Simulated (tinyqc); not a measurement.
Gated graphene: carriers, quantum capacitance and optical conductivity, step by step. Values are carried at full precision from step to step, so a last printed digit may differ when a step is redone from the rounded ones.

Cones E = +/- hv |k|, four flavours, D(E) = 2|E|/(pi hv^2). n = (2/pi)(kT/hv)^2 F_1(mu/kT), p = (2/pi)(kT/hv)^2 F_1(-mu/kT), in 1/angstrom^2 (1e16 for 1/cm^2); F_1(eta) = integral_0^infinity x dx/(1 + exp(x - eta)). Cq/e^2 = d(n - p)/d mu = (2 kT/(pi hv^2)) ln(2 + 2 cosh(mu/kT)).

Gate: V = mu/e + e (n - p)/Cox with Cox/e^2 = k/(4 pi e2 t), t in angstrom, e2 = e^2/(4 pi eps0); 1/(eV angstrom^2) in C/e^2 equals 1602.176634 microfarad/cm^2; total 1/C = 1/Cox + 1/Cq.

Constants: kB = 8.617333262e-05 eV/K; e^2/(4 pi eps0) = 14.39964547 eV angstrom; fine-structure constant alpha = 0.007297352564.

Parameters, chosen for this exercise (Fermi velocity near that of graphene, gate dielectric near SiO2; the results hold for these values, not for the real material): hv = 6.36 eV angstrom (hbar vF); T = 300 K; k = 3.94 (dielectric constant of the gate layer); t = 285 nm (its thickness); V = 67.74 V (gate voltage from the neutrality point); E = 0.307 eV (photon energy); Gm = 5 meV (intraband damping).

## Chemical potential at the gate voltage

Solve the gate equation for mu.

Cox = 0.01224 microfarad/cm^2
mu = 0.2516 eV
n = 5.16e+12 1/cm^2
p = 6.23e+06 1/cm^2

mu takes 0.4 % of the gate voltage; the zero-temperature rule |mu| = hv sqrt(pi |n - p|) gives 0.2560 eV.

## Quantum capacitance

1/(eV angstrom^2) in C/e^2 equals 1602.176634 microfarad/cm^2; 1/C = 1/Cox + 1/Cq.

Cq = 6.345 microfarad/cm^2
C = 0.01222 microfarad/cm^2
Cq at mu = 0 = 0.9037 microfarad/cm^2

C is 0.998 of Cox.

## Optical conductivity at one energy

Conductivity over sigma0 = e^2/(4 hbar): interband Re = sinh(E/2kT)/(cosh(mu/kT) + cosh(E/2kT)); intraband Re = (8 kT/pi) ln(2 cosh(mu/2kT)) Gm/(E^2 + Gm^2). A free sheet absorbs about pi alpha_f Re(sigma/sigma0), alpha_f the fine-structure constant (alpha among the constants).

Evaluate both parts and the absorption.

interband = 0.0220
intraband = 0.0170
absorption = 0.089 %

E is below 2|mu| = 0.5033 eV; at this temperature interband transitions are mostly Pauli blocked; the universal value is pi alpha_f = 2.293 %.

## Checks

- Cq/e^2 against the finite difference of n - p (1/(eV angstrom^2)): both 0.003961.

Run: tinyqc, `OMP_NUM_THREADS=1 python tinyqc.py 1680272 1680273 out.jsonl`; Intel(R) Xeon(R) Processor @ 2.30GHz, one thread, shared host; about 0.01 s of CPU time with all checks.
